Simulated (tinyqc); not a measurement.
Schottky barrier on an n-type semiconductor with a surface-enhanced doping, non-linear Poisson equation by Newton steps: one step of the calculation.

One dimension, metal at x = 0, donor density C(x) = Nd + N0 exp(-x/Ls). Energies are counted from the electron Fermi level of the semiconductor and the conduction-band edge is Ec = -psi, so n = Nc exp(psi/Vt); holes follow the Fermi level of the metal, at -V, so p = Nv exp((V - psi - Eg)/Vt). Ends: psi(0) = V - phiB and psi = Vt ln(Nd/Nc) deep inside. Boltzmann statistics, full ionisation, no current, no image force in the Poisson equation.

Problem. Newton step. Solve the tridiagonal system a_(i-1) d_(i-1) + b_i d_i + a_i d_(i+1) = -F_i for nodes 1 to 13, with d = 0 on fixed nodes. Each component d is damped to sign(d) Vt ln(1 + |d|/Vt) before it is added.

Parameters, values chosen for the exercise:
- T = 250 K (temperature)

Constants: q = 1.602176634e-19 C, kB = 1.380649e-23 J/K, Vt = kB T/q. Results are converted to the units shown.

coupling a_i, interval 0 to 13 (F/cm^2): [2.9513959e-7, 2.5972284e-7, 2.2916721e-7, 2.0290847e-7, 1.7708376e-7, 1.5709043e-7, 1.3717756e-7, 1.2174508e-7, 1.0586529e-7, 9.4559287e-8, 8.2539039e-8, 7.3230125e-8, 6.2836172e-8, 5.7291803e-8]
diagonal b, node 1 to 13 (F/cm^2): [-5.5486244e-7, -4.8889006e-7, -4.3207568e-7, -3.7999223e-7, -3.3417419e-7, -2.9426799e-7, -2.5892264e-7, -2.2761037e-7, -2.0042459e-7, -1.7709854e-7, -1.5577598e-7, -1.3639692e-7, -1.4940686e-7]
residual F, node 1 to 13 (C/cm^2): [5.2387589e-8, 4.3369099e-8, 3.6932987e-8, 3.3475517e-8, 3.2389675e-8, 3.3488469e-8, 3.6220894e-8, 4.0405668e-8, 4.5450292e-8, 5.1384441e-8, 5.8321126e-8, 6.6901732e-8, 7.4872089e-8]
psi at the start, node 0 to 14 (V): [-0.86000000, -0.83998946, -0.81725020, -0.79147905, -0.76237281, -0.72902190, -0.69142634, -0.64837335, -0.59986295, -0.54407598, -0.48161883, -0.41006598, -0.32941743, -0.23542852, -0.13234391]

Give: Newton step d, before damping; psi after iteration 1.

Solution.

Newton step d, before damping, node 1 to 13 (V): [1.1745, 2.3076, 3.4024, 4.4569, 5.4761, 6.4189, 7.2544, 7.8983, 8.2571, 8.1781, 7.4651, 5.8658, 2.9681]
psi after iteration 1, node 0 to 14 (V): [-0.86000, -0.75346, -0.71636, -0.68229, -0.64740, -0.60963, -0.56862, -0.52294, -0.47261, -0.41586, -0.35361, -0.28402, -0.20855, -0.12916, -0.13234]

tinyqc, about 0.1 s, one thread, Intel Xeon 2.30GHz (shared host): `OMP_NUM_THREADS=1 python tinyqc.py 2020095 2020096 out.jsonl`
